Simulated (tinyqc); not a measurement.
# Polycrystalline film, grain-boundary barriers (Seto model): what changes with what

One-dimensional grains of size Lg with donors N; each boundary has Qt acceptor-like traps per area at one level Et below the band edge. Trapped electrons qt deplete a width w = qt/N (both sides together) and raise a barrier Vb = q N w^2/(8 eps0 eps_r). Current crosses the barriers by thermionic emission at small bias. Abrupt depletion, full ionisation, Boltzmann statistics.

Values chosen for this exercise; values close to those of polycrystalline silicon: temperature T = 300 K; relative permittivity of the semiconductor eps_r = 11.7; grain size Lg = 400 nm; trap density at a boundary Qt = 3.4e12 cm^-2; donor density N = 5.9e17 cm^-3; mobility inside a grain mg = 170 cm^2/(V s); collection velocity at the barrier vc = 4.8e6 cm/s; conduction-band density of states at T Nc = 2.8e19 cm^-3; trap level below the band edge Et = 0.52 eV.

Constants: q = 1.602176634e-19 C, kB = 1.380649e-23 J/K, Vt = kB T/q, eps0 = 8.8541878128e-14 F/cm where lengths are in cm. Results are converted to the units shown.

Each table varies one quantity; the others keep the values above.

## Effect of the trap density at a boundary

Partly depleted grains: the density at the grain centre is n0 = N and qt = Qt/(1 + 2 (Nc/N) exp((Vb - Et)/Vt)). If that gives qt >= N Lg, the grains are fully depleted: qt = N Lg, w = Lg and n0 = 2 Nc exp((Vb - Et)/Vt)/(Qt/(N Lg) - 1). Resistivity: barriers rb = Vt exp(Vb/Vt)/(q n0 vc Lg), grain interior rg = (1 - w/Lg)/(q mg N); effective mobility 1/(q N (rb + rg)).

The same in every row: n0 (cm^-3) = 5.900e17.

Results:

| Qt (cm^-2) | w/Lg | Vb (V) | resistivity (ohm cm) |
|---|---|---|---|
| 5.7e11 | 0.02415 | 0.01065 | 0.06288 |
| 8.3e11 | 0.03517 | 0.02257 | 0.06345 |
| 1.8e12 | 0.07627 | 0.1062 | 0.1440 |
| 2.7e12 | 0.1142 | 0.2380 | 14.26 |
| 3.9e12 | 0.1401 | 0.3580 | 1469 |
| 5.8e12 | 0.1466 | 0.3922 | 5523 |
| 8.5e12 | 0.1501 | 0.4110 | 1.143e4 |

Estimate the missing row, Qt = 1.2e12 cm^-2.

Computed row:

| Qt (cm^-2) | w/Lg | Vb (V) | resistivity (ohm cm) |
|---|---|---|---|
| 1.2e12 | 0.05085 | 0.04718 | 0.06790 |

With this row back in the table: As Qt goes from 5.7e11 to 8.5e12 cm^-2, the barrier rises from 0.0106 to 0.411 V and the resistivity rises from 0.0629 to 11400 ohm cm. The grains are fully depleted in 0 of the 8 rows. For Qt = 5.7e11 to 1.2e12 cm^-2 the barrier is under 2 Vt, where the depletion and emission pictures are rough.

## Effect of the donor density

Same model as above.

Result of one run:

| N (cm^-3) | w/Lg | Vb (V) | n0 (cm^-3) | resistivity (ohm cm) |
|---|---|---|---|---|
| 3.6e16 | 0.5683 | 0.3597 | 3.600e16 | 2.575e4 |

What becomes of these results when the donor density N is changed from 3.6e16 to 4.2e15 cm^-3, all else the same?

Result of the changed run:

| N (cm^-3) | w/Lg | Vb (V) | n0 (cm^-3) | resistivity (ohm cm) |
|---|---|---|---|---|
| 4.2e15 | 1.000 | 0.1299 | 8.145e11 | 1.571e5 |

The whole series:

| N (cm^-3) | w/Lg | Vb (V) | n0 (cm^-3) | resistivity (ohm cm) |
|---|---|---|---|---|
| 4.2e15 | 1.000 | 0.1299 | 8.145e11 | 1.571e5 |
| 8.7e15 | 1.000 | 0.2691 | 3.894e14 | 7.160e4 |
| 1.8e16 | 0.7966 | 0.3533 | 1.800e16 | 4.023e4 |
| 3.6e16 | 0.5683 | 0.3597 | 3.600e16 | 2.575e4 |
| 7.3e16 | 0.4020 | 0.3648 | 7.300e16 | 1.549e4 |
| 1.5e17 | 0.2813 | 0.3673 | 1.500e17 | 8280 |
| 3e17 | 0.1978 | 0.3631 | 3.000e17 | 3529 |
| 6.2e17 | 0.1305 | 0.3265 | 6.200e17 | 414.1 |
| 1.3e18 | 0.06538 | 0.1719 | 1.300e18 | 0.5254 |
| 2.6e18 | 0.03269 | 0.08595 | 2.600e18 | 0.02264 |

As N goes from 4.2e15 to 2.6e18 cm^-3, the barrier goes from 0.130 through a maximum of 0.367 (at N = 1.5e17 cm^-3 among the rows listed) to 0.0860 V and the resistivity falls from 1.57e5 to 0.0226 ohm cm. The grains are fully depleted in 2 of the 10 rows. The steepest fall, as N^(-9.0), lies between 6.2e17 and 1.3e18 cm^-3; N* = 8.50e16 cm^-3. The barrier grows with N while the grains are depleted and shrinks once they are not, hence the maximum.

Numbers from tinyqc (`OMP_NUM_THREADS=1 python tinyqc.py 2610119 2610120 out.jsonl`; about 0.01 s on one thread of a shared Intel Xeon 2.30GHz).
